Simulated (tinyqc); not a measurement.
Solubility, supersaturation, precipitation and gettering of an impurity in a silicon-like host: one step, computed by the program tinyqc.

The wafer was saturated at T1 and is then held at T.

Problem. Growing precipitates. Growing sinks: with y = r/r_f and y0 = r0/r_f, dy/dt = (1 - y^3)/(3 tau_f y), which integrates to t/tau_f = F(y) - F(y0), F(y) = (1/2) ln[(1 + y + y^2)/(1 - y)^2] - sqrt(3) arctan[(2y + 1)/sqrt(3)]; the share of the excess left is (1 - y^3)/(1 - y0^3), and C(t) = C_eq + (C0 - C_eq) x share.

Inputs (values chosen for the exercise, modelled on chromium in silicon):
```
quantity                      value  unit
temperature of saturation T1   1350     K
anneal temperature T            987     K
initial sink radius r0           11    nm
anneal time t                   200     s
```

final radius r_f = 16.40504 nm

tau_f = 445.2129 s

C_eq(T) = 6.504935e+10 1/cm^3

C0 = 4.134501e+14 1/cm^3

Give: radius at t; share of the excess left; C(t) with growing sinks.

Solution.

radius at t = 13.006 nm

share of the excess left = 0.71824

C(t) with growing sinks = 2.9698e+14 1/cm^3

28.2 % of the excess has precipitated.
